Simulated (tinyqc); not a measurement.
Heisenberg magnet: exchange from energy differences, ordering vector, linear spin waves and ordering temperature: one step, computed by the program tinyqc. Command: `OMP_NUM_THREADS=1 python tinyqc.py 3024703 3024704 out.jsonl magnon walk`. One thread of a shared host (Intel(R) Xeon(R) Processor @ 2.30GHz), about 0.2 s of CPU time with the checks.

H = -sum over pairs <ij> J_ij S_i.S_j - K sum_i (S_i^z)^2, each pair once, J > 0 ferromagnetic. First neighbours: 8 at a (0.5, 0.5, 0.5), second: 6 at a (1, 0, 0), with all permutations and signs.

Problem. Energies of ordered states. J(q) = J1 g1(q) + J2 g2(q), g_s(q) = sum over shell s of cos(q.R). A classical spiral or collinear state of wave vector Q has the exchange energy -(S^2/2) J(Q) per site.

Inputs (values chosen for the exercise, for a model magnet): exchange J1 = -4.6 meV; exchange J2 = 0.1 meV; spin S = 1.

Lattice: bcc.

Give: States, Q in 2 pi/a.

Solution.

States, Q in 2 pi/a:
```
Q                          g1  g2  energy (meV/site)
G (0, 0, 0)         8.000e+00   6               18.1
H (1, 0, 0)        -8.000e+00   6              -18.7
N (0.5, 0.5, 0)             0  -2                0.1
P (0.5, 0.5, 0.5)   4.930e-32  -6                0.3
```

The lowest of these is H (1, 0, 0), 18.800 meV per site below N (0.5, 0.5, 0).
